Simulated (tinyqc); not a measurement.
Debye-Callaway model of lattice thermal conductivity. Changing the temperature T. Computed by tinyqc, a small Python program. Command: `OMP_NUM_THREADS=1 python tinyqc.py 3000051 3000052 out.jsonl callaway sweep`. One thread of a shared host (Intel(R) Xeon(R) Processor @ 2.30GHz), about 0.02 s of CPU time with the checks.

Three acoustic branches with one velocity v, cut at omega_D = k_B Theta/hbar; x = hbar omega/(k_B T). v and Theta are separate inputs: Theta cuts off the heat-carrying modes, so C need not reach 3 k_B/V. gamma is an effective value that sets the umklapp rate. Heat flows along the wire.

Inputs (values chosen for the exercise, for a model crystal): sound velocity v = 7490 m/s; Debye temperature Theta = 705 K; volume per atom V = 19.7 angstrom^3; mean atomic mass M = 90.4 u; effective Grueneisen parameter gamma = 0.787; umklapp exponent divisor b = 2; mass variance Gamma = 0.00074; wire diameter D = 0.41 micrometre; specularity p = 0.4.

Sample: wire. Point defects: isotopes. Normal processes: left out.

Constants: k_B = 1.380649e-23 J/K; hbar = 1.054571817e-34 J s; u = 1.6605390666e-27 kg.

Method:
- Gamma is given directly by the isotope mixture. A = V Gamma/(4 pi v^3).
- Rates: point defects A omega^4; umklapp B omega^2 T exp(-Theta/(b T)) with B = hbar gamma^2/(M v^2 Theta). Boundaries: v/Lambda_B with Lambda_B = D (1 + p)/(1 - p).
- kappa_1 = c int tau_C g dx, g = x^4 e^x/(e^x - 1)^2, c = (k_B/(2 pi^2 v)) (k_B T/hbar)^3, over 0 < x < min(Theta/T, 40), by 96 Gauss-Legendre points in s with x = x_max s^2; tau_C = tau_R, the inverse of the summed rates, and kappa = kappa_1.
- Heat capacity C = 3 c int g dx / v^2; grey free path 3 kappa/(C v); the median free path v tau_C halves kappa_1 when the quadrature points are ordered by free path (each counted at half its weight, interpolated in the logarithm); likewise at 10 % and 90 %.

One run for each value:
```
temperature T (K)  kappa (W/(m K))  heat capacity C (J/(m^3 K))  grey free path (nm)  median free path (nm)
12                      1.1975e+00                   5.0299e+02               953.54                 955.85
18                      3.9925e+00                   1.6976e+03               942.00                 952.62
29                      1.5663e+01                   7.0993e+03               883.70                 933.45
45                      4.8536e+01                   2.6512e+04               733.26                 869.96
71                      1.2544e+02                   1.0124e+05               496.29                 733.51
110                     2.4087e+02                   3.0357e+05               317.81                 570.90
170                     3.5797e+02                   6.3010e+05               227.55                 438.63
270                     4.3222e+02                   9.5222e+05               181.81                 345.95
430                     4.3923e+02                   1.1485e+06               153.17                 278.65
670                     3.9865e+02                   1.2392e+06               128.85                 221.71
1100                    3.2537e+02                   1.2824e+06               101.62                 163.02
```

Over the rows, kappa (W/(m K)) goes from 1.20 through a maximum among these rows, 439 at 430, to 325; heat capacity C (J/(m^3 K)) rises from 503 to 1.28e6 (exponent d ln y / d ln x 3.0 between the first rows and 0.069 between the last); grey free path (nm) falls from 954 to 102 (exponent d ln y / d ln x -0.030 between the first rows and -0.48 between the last). At the low end the exponent of kappa is 2.97, close to 3: boundary scattering with C growing as T^3. At the low end the exponent of heat capacity C is 3.00, close to 3: the Debye T^3 law. Below the peak the free path saturates and kappa follows C; above it phonon-phonon scattering shortens the free path faster than C grows.

Extremes, crossings and ranges named in words are read from the listed rows.
